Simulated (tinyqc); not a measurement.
Inside a calculation. Method: CIS and TDHF on RHF in the 6-31g basis, for H2, spin multiplicity 1. Computed by tinyqc, a small Python program that keeps every step (integrals from PySCF). Settings: charge = 0, multiplicity = 1, basis = 6-31g, method = RHF, energy threshold = 1e-10, iteration cap = 55, orthogonalisation = canonical, start = Wolfsberg-Helmholz matrix, DIIS depth = 6, TDHF = 1. Command: `OMP_NUM_THREADS=1 python tinyqc.py 22011 22012 out.jsonl` (the two numbers bound the seeds that draw the settings). One thread of a shared host (Intel(R) Xeon(R) Processor @ 2.60GHz), about 0.04 s of CPU time with the checks. Later iterations appear only in the table of the cycle.

## One-electron integrals

Geometry (angstrom):
```
atom,x,y,z
H,0.000000,0.000000,0.000000
H,0.000000,0.000000,1.091000
```

Basis 6-31g: exponents (1/bohr^2) and contraction coefficients of normalised primitives:
```
element,l (shell),exponent,coefficient
H,s (1),18.731137,0.033495
H,s (1),2.825394,0.234727
H,s (1),0.640122,0.813757
H,s (2),0.161278,1.000000
```

Overlap, kinetic and nuclear-attraction integrals over the contracted functions; the nuclear repulsion is the sum of Za Zb / Rab.

nuclear repulsion = 0.48503869 hartree

overlap S, lower triangle:
```
,1H 1s,1H 2s,2H 1s,2H 2s
1H 1s,1.000000
1H 2s,0.658292,1.000000
2H 1s,0.199279,0.376577,1.000000
2H 2s,0.376577,0.709808,0.658292,1.000000
```

kinetic energy T (hartree), lower triangle:
```
,1H 1s,1H 2s,2H 1s,2H 2s
1H 1s,1.395678
1H 2s,0.259735,0.241917
2H 1s,-0.009045,0.092969,1.395678
2H 2s,0.092969,0.132476,0.259735,0.241917
```

nuclear attraction V (hartree), lower triangle:
```
,1H 1s,1H 2s,2H 1s,2H 2s
1H 1s,-2.137958
1H 2s,-1.059043,-1.078484
2H 1s,-0.369635,-0.622079,-2.137958
2H 2s,-0.622079,-0.815690,-1.059043,-1.078484
```

core Hamiltonian H = T + V (hartree), lower triangle:
```
,1H 1s,1H 2s,2H 1s,2H 2s
1H 1s,-0.742280
1H 2s,-0.799308,-0.836567
2H 1s,-0.378680,-0.529111,-0.742280
2H 2s,-0.529111,-0.683213,-0.799308,-0.836567
```

## Two-electron integrals

Functions are numbered as in S; the eight-fold symmetry (ij|kl) = (ji|kl) = (kl|ij) leaves the list below.

Two-electron integrals (ij|kl) in chemists' order, unique and non-zero (hartree):
```
i,j,k,l,(ij|kl)
1,1,1,1,1.076566
2,1,1,1,0.578470
2,1,2,1,0.329423
2,2,1,1,0.587396
2,2,2,1,0.361304
2,2,2,2,0.453150
3,1,1,1,0.155669
3,1,2,1,0.091527
3,1,2,2,0.105014
3,1,3,1,0.036636
3,2,1,1,0.207019
3,2,2,1,0.129988
3,2,2,2,0.168123
3,2,3,1,0.057396
3,2,3,2,0.106717
3,3,1,1,0.479923
3,3,2,1,0.309857
3,3,2,2,0.422171
3,3,3,1,0.155669
3,3,3,2,0.320479
3,3,3,3,1.076566
4,1,1,1,0.320479
4,1,2,1,0.183855
4,1,2,2,0.204018
4,1,3,1,0.057396
4,1,3,2,0.084038
4,1,3,3,0.207019
4,1,4,1,0.106717
4,2,1,1,0.380036
4,2,2,1,0.236413
4,2,2,2,0.304182
4,2,3,1,0.081339
4,2,3,2,0.141558
4,2,3,3,0.380036
4,2,4,1,0.141558
4,2,4,2,0.228309
4,3,1,1,0.309857
4,3,2,1,0.198592
4,3,2,2,0.269243
4,3,3,1,0.091527
4,3,3,2,0.183855
4,3,3,3,0.578470
4,3,4,1,0.129988
4,3,4,2,0.236413
4,3,4,3,0.329423
4,4,1,1,0.422171
4,4,2,1,0.269243
4,4,2,2,0.367838
4,4,3,1,0.105014
4,4,3,2,0.204018
4,4,3,3,0.587396
4,4,4,1,0.168123
4,4,4,2,0.304182
4,4,4,3,0.361304
4,4,4,4,0.453150
```

## Orthogonalisation

S = U s U^T; canonical form X = U s^(-1/2), so that X^T S X = 1. Each column of U has its largest component positive (the first on a tie).

eigenvalues of S: 0.165295  0.388657  0.925619  2.520430

X:
```
,1,2,3,4
1H 1s,-0.704910,0.892910,0.671896,0.274654
1H 2s,1.589970,-0.699424,0.297884,0.350634
2H 1s,0.704910,0.892910,-0.671896,0.274654
2H 2s,-1.589970,-0.699424,-0.297884,0.350634
```

## Starting guess

The start is the generalised Wolfsberg-Helmholz matrix (K = 1.75) built on H; D = 2 C_occ C_occ^T.

D at the start, lower triangle:
```
,1H 1s,1H 2s,2H 1s,2H 2s
1H 1s,0.094646
1H 2s,0.171523,0.310845
2H 1s,0.094646,0.171523,0.094646
2H 2s,0.171523,0.310845,0.171523,0.310845
```

## Iteration 1: building the Fock matrix

J_ij = sum D_kl (ij|kl), K_ij = sum D_kl (ik|jl); F = H + J - 0.5 K; E = tr D H + tr D J / 2 - 0.25 tr D K + E_nn.

Coulomb J (hartree), lower triangle:
```
,1H 1s,1H 2s,2H 1s,2H 2s
1H 1s,1.212559
1H 2s,0.733176,0.903705
2H 1s,0.254431,0.437574,1.212559
2H 2s,0.437574,0.677702,0.733176,0.903705
```

exchange K (hartree), lower triangle:
```
,1H 1s,1H 2s,2H 1s,2H 2s
1H 1s,0.744168
1H 2s,0.704306,0.778099
2H 1s,0.475423,0.602957,0.744168
2H 2s,0.602957,0.727980,0.704306,0.778099
```

Fock matrix F (hartree), lower triangle:
```
,1H 1s,1H 2s,2H 1s,2H 2s
1H 1s,0.098196
1H 2s,-0.418285,-0.321912
2H 1s,-0.361961,-0.393015,0.098196
2H 2s,-0.393015,-0.369502,-0.418285,-0.321912
```

total energy of this density = -1.06738113 hartree

## Iteration 1: diagonalisation and new density

Diagonalise F' = X^T F X, C = X C', fill 1 alpha and 1 beta electrons from the bottom; D = 2 C_occ C_occ^T. Each column has its largest component positive (the first on a tie).

F' = X^T F X (hartree), lower triangle:
```
,1,2,3,4
1,0.811206
2,0.000000,0.929639
3,-0.434184,0.000000,0.403685
4,0.000000,0.013445,0.000000,-0.522327
```

orbital energies (hartree): MO1 -0.522452, MO2 0.127827, MO3 0.929764, MO4 1.087064

coefficients C:
```
,MO1,MO2,MO3,MO4
1H 1s,0.266375,0.189095,0.895414,-0.955294
1H 2s,0.357094,1.104075,-0.696148,1.182268
2H 1s,0.266375,-0.189095,0.895414,0.955294
2H 2s,0.357094,-1.104075,-0.696148,-1.182268
```

D after iteration 1, lower triangle:
```
,1H 1s,1H 2s,2H 1s,2H 2s
1H 1s,0.141912
1H 2s,0.190242,0.255033
2H 1s,0.141912,0.190242,0.141912
2H 2s,0.190242,0.255033,0.190242,0.255033
```

## Iteration 4 (converged): orbitals

converged F (hartree), lower triangle:
```
,1H 1s,1H 2s,2H 1s,2H 2s
1H 1s,0.112089
1H 2s,-0.409575,-0.300467
2H 1s,-0.371778,-0.390524,0.112089
2H 2s,-0.390524,-0.351825,-0.409575,-0.300467
```

As before.

F' = X^T F X (hartree), lower triangle:
```
,1,2,3,4
1,0.825933
2,0.000000,0.946430
3,-0.442398,0.000000,0.430741
4,0.000000,-0.001034,0.000000,-0.507778
```

orbital energies (hartree): MO1 -0.507778, MO2 0.143816, MO3 0.946431, MO4 1.112858

coefficients C:
```
,MO1,MO2,MO3,MO4
1H 1s,0.275289,0.180144,0.892714,-0.957022
1H 2s,0.350136,1.115093,-0.699673,1.171882
2H 1s,0.275289,-0.180144,0.892714,0.957022
2H 2s,0.350136,-1.115093,-0.699673,-1.171882
```

D after iteration 4, lower triangle:
```
,1H 1s,1H 2s,2H 1s,2H 2s
1H 1s,0.151568
1H 2s,0.192777,0.245191
2H 1s,0.151568,0.192777,0.151568
2H 2s,0.192777,0.245191,0.192777,0.245191
```

## Convergence

Stop when the energy changes by less than 1e-10 hartree and every element of the error matrix X^T (F D S - S D F) X is below 3e-06.

Course of the cycle:
```
iteration,E (hartree),change,largest element of the error matrix
1,-1.06738113,-,1.57e-01
2,-1.07721137,-9.83e-03,2.45e-02
3,-1.07745537,-2.44e-04,7.26e-06
4,-1.07745537,-1.79e-11,2.98e-06
```

PySCF RHF in the same basis = -1.07745537 hartree

Converged in 4 iterations.

## Populations, bond orders and dipole

Mulliken: Z minus the diagonal of D S on the atom; Loewdin: the same with S^(1/2) D S^(1/2); Mayer order: 2 sum_s sum (D(s) S)_ij (D(s) S)_ji over the two atoms.

Charges (e):
```
atom,Mulliken,Loewdin
1H,0,0
2H,0,0
```

Mayer bond orders:
```
pair,order
2-1,1.000000
```

dipole moment about the origin, x y z (debye): 0.000000  0.000000  0.000000

## Integrals over molecular orbitals

(pq|rs) = sum C_ip C_jq C_kr C_ls (ij|kl), one index at a time.

one-electron integrals over orbitals h = C^T H C (hartree), lower triangle:
```
,1,2,3,4
1,-1.054716
2,0.000000,-0.622076
3,-0.125039,0.000000,0.044298
4,0.000000,0.187189,0.000000,0.124886
```

Two-electron integrals over orbitals (pq|rs), unique and non-zero (hartree):
```
p,q,r,s,(pq|rs)
1,1,1,1,0.546938
2,1,2,1,0.114583
2,2,1,1,0.440238
2,2,2,2,0.404928
3,1,1,1,0.125039
3,1,2,2,0.072224
3,1,3,1,0.089653
3,2,2,1,0.019720
3,2,3,2,0.040769
3,3,1,1,0.495893
3,3,2,2,0.408317
3,3,3,1,0.117824
3,3,3,3,0.476167
4,1,2,1,-0.079435
4,1,3,2,-0.054736
4,1,4,1,0.103078
4,2,1,1,-0.133312
4,2,2,2,-0.076507
4,2,3,1,-0.081057
4,2,3,3,-0.122680
4,2,4,2,0.084441
4,3,2,1,-0.128447
4,3,3,2,-0.048942
4,3,4,1,0.123328
4,3,4,3,0.183480
4,4,1,1,0.545525
4,4,2,2,0.447390
4,4,3,1,0.160905
4,4,3,3,0.524568
4,4,4,2,-0.158335
4,4,4,4,0.602155
```

## CIS matrix, singlets

A(ia,jb) = (e_a - e_i) d_ij d_ab + 2 (ia|jb) - (ij|ab).

CIS matrix A, singlet (hartree), lower triangle:
```
,1>2,1>3,1>4
1>2,0.440523
1>3,0.000000,1.137622
1>4,-0.025558,0.000000,1.281267
```

## CIS singlet states

dipole integrals <i|r|a> (bohr):
```
,x,y,z
1>2,0.000000,0.000000,-1.290499
1>3,0.000000,0.000000,0.000000
1>4,0.000000,0.000000,0.034855
```

Diagonalise A (1 hartree = 27.211386 eV); each vector has its largest component positive (the first on a tie). The transition dipole is mu = sqrt2 sum c_ia <i|r|a>.

singlet excitation energies (eV): 11.966113  30.956276  34.886167

lowest vectors:
```
,state 1,state 2,state 3
1>2,0.999539,0.000000,-0.030358
1>3,0.000000,1.000000,0.000000
1>4,0.030358,0.000000,0.999539
```

oscillator strengths 2/3 w |mu|^2: 0.973965  0.000000  0.009365

## TDHF (RPA) singlet states

B(ia,jb) = 2 (ia|jb) - (ib|ja); the squared energies are the eigenvalues of (A - B)(A + B); 1 hartree = 27.211386 eV.

TDHF matrix B, singlet (hartree), lower triangle:
```
,1>2,1>3,1>4
1>2,0.114583
1>3,0.000000,0.089653
1>4,-0.079435,0.000000,0.103078
```

squared energies w^2 (hartree^2): 0.177890  1.286147  1.622747

TDHF energies from the positive w^2 (eV): 11.476943  30.859998  34.663795

## CIS matrix, triplets

A(ia,jb) = (e_a - e_i) d_ij d_ab - (ij|ab).

CIS matrix A, triplet (hartree), lower triangle:
```
,1>2,1>3,1>4
1>2,0.211357
1>3,0.000000,0.958317
1>4,0.133312,0.000000,1.075112
```

## CIS triplet states

Diagonalise A (1 hartree = 27.211386 eV); each vector has its largest component positive (the first on a tie).

triplet excitation energies (eV): 5.204172  26.077123  29.802426

lowest vectors:
```
,state 1,state 2,state 3
1>2,0.988816,0.000000,0.149143
1>3,0.000000,1.000000,0.000000
1>4,-0.149143,0.000000,0.988816
```

## TDHF (RPA) triplet states

B(ia,jb) = - (ib|ja); the squared energies are the eigenvalues of (A - B)(A + B); 1 hartree = 27.211386 eV.

TDHF matrix B, triplet (hartree), lower triangle:
```
,1>2,1>3,1>4
1>2,-0.114583
1>3,0.000000,-0.089653
1>4,0.079435,0.000000,-0.103078
```

squared energies w^2 (hartree^2): 0.015710  0.910333  1.183997

TDHF energies from the positive w^2 (eV): 3.410693  25.962759  29.609147
